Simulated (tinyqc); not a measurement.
# Changing the predeposition time t1

Model: two-step dopant diffusion (predeposition and drive-in) with a constant diffusivity. Computed by tinyqc, a small Python program. Command: `OMP_NUM_THREADS=1 python tinyqc.py 3005826 3005827 out.jsonl dopdiff sweep`. One thread of a shared host (Intel(R) Xeon(R) Processor @ 2.30GHz), about 0.07 s of CPU time with the checks.

Fick diffusion into a half space x > 0 whose background doping C_B is of the opposite type, so that a junction lies where C = C_B.

Inputs (values chosen for the exercise, modelled on antimony in silicon):
```
quantity                         value        unit
prefactor D0                       4.8      cm^2/s
activation energy E                3.9          eV
surface concentration C_s      3.2e+18      1/cm^3
background doping C_B            5e+15      1/cm^3
predeposition temperature T1       975           C
drive-in temperature T2           1050           C
drive-in time t2                    20         min
mean mobility in the layer mu      230  cm^2/(V s)
```

Furnace ramps of the drive-in: none.

Constants: k_B = 8.617333262e-05 eV/K; e = 1.602176634e-19 C.

Method:
- D = D0 exp(-E/(k_B T)).
- Temperatures in kelvin are T(C) + 273.15.
- Times in seconds are 60 times the minutes.
- (Dt)2 = D2 t2, t2 in seconds.
- C = C_s erfc(x/(2 sqrt(D1 t1))); dose Q = 2 C_s sqrt(D1 t1/pi); the junction solves erfc(z) = C_B/C_s with x_j = 2 z sqrt(D1 t1).
- With a sealed surface and a thin source, C = Q/sqrt(pi (Dt)2) exp(-x^2/(4 (Dt)2)); x_j = 2 sqrt((Dt)2 ln(C(0)/C_B)); gradient at the junction |dC/dx| = C_B x_j/(2 (Dt)2).
- Net dose Q_net = Q erf(x_j/(2 sqrt((Dt)2))) - C_B x_j; R_s = 1/(e mu Q_net), with every dopant ionised and one mobility.
- Exact two-step profile: C = (2 C_s/pi) int_0^alpha exp(-beta (1 + u^2))/(1 + u^2) du with alpha = sqrt(D1 t1/(Dt)2), beta = x^2/(4 (D1 t1 + (Dt)2)).
- The integral takes 48 Gauss-Legendre points; solve C(x) = C_B.

One run for each value; columns: (1) predeposition time t1 (min); (2) dose Q (1/cm^2); (3) sheet resistance R_s (Gaussian) (ohm/square); (4) junction depth x_j (um); (5) exact junction depth (um):
```
(1)           (2)    (3)      (4)      (5)
2.0    1.1591e+12  24737  0.11104  0.11145
4.0    1.6392e+12  17231  0.11596  0.11683
7.9    2.3036e+12  12130  0.12059  0.12239
16.0   3.2783e+12   8454  0.12521  0.12903
31.0   4.5633e+12   6040  0.12939  0.13707
61.0   6.4012e+12   4288  0.13353  0.14914
120.0  8.9781e+12   3048  0.13755  0.16868
240.0  1.2697e+13   2150  0.14155  0.20208
```

Over the rows, dose Q (1/cm^2) rises from 1.16e12 to 1.27e13 (exponent d ln y / d ln x about 0.50 throughout); sheet resistance R_s (Gaussian) (ohm/square) falls from 24700 to 2150 (exponent d ln y / d ln x about -0.51 throughout); junction depth x_j (um) rises from 0.111 to 0.142 (exponent d ln y / d ln x 0.062 between the first rows and 0.041 between the last). The exponent of dose Q stays at 0.50: a constant source admits a dose that grows as sqrt(D t). The exponent of sheet resistance R_s (Gaussian) stays between -0.52 and -0.50, near -0.50: R_s is inverse to the dose. The Gaussian junction falls short of the exact one by 0.37 % in the first row and 30 % in the last, as the source thickens.

Caution (rows 16.0, 31.0, 61.0, 120, 240): the drive-in budget is under fifteen times D1 t1, so the source is not thin and the Gaussian junction is too shallow.
